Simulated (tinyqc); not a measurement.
Equilibrium crystal shape, supported particles, Gibbs-Thomson effect and coarsening: one step, computed by the program tinyqc. Command: `OMP_NUM_THREADS=1 python tinyqc.py 3006328 3006329 out.jsonl wulff walk`. One thread of a shared host (Intel(R) Xeon(R) Processor @ 2.30GHz), about 0.06 s of CPU time with the checks.

A cubic crystal bounded by {100}, {110} and {111} facets only.

Task: Surface energies from broken bonds. A cut with normal n breaks sum_R |R.n|/(2 Omega) bonds per area (R over all neighbours of a shell) and makes two surfaces: gamma = sum over shells e_s sum_R |R.n|/(4 Omega). fcc: 12 neighbours a/2 (1,1,0), 6 at a (1,0,0), Omega = a^3/4.

Inputs (values chosen for the exercise, for a model metal): lattice constant a = 3.82 angstrom; first-neighbour bond energy e1 = 0.237 eV; second-neighbour bond energy e2 = 0.14 eV.

Surface energies: broken bonds, fcc.

Constants: 1 eV/angstrom^2 = 16.02176634 J/m^2.

Give: gamma; Omega.

Result:

gamma (J/m^2): (100) 1.348, (110) 1.539, (111) 1.434

Omega = 13.94 angstrom^3

The lowest energy belongs to (100).
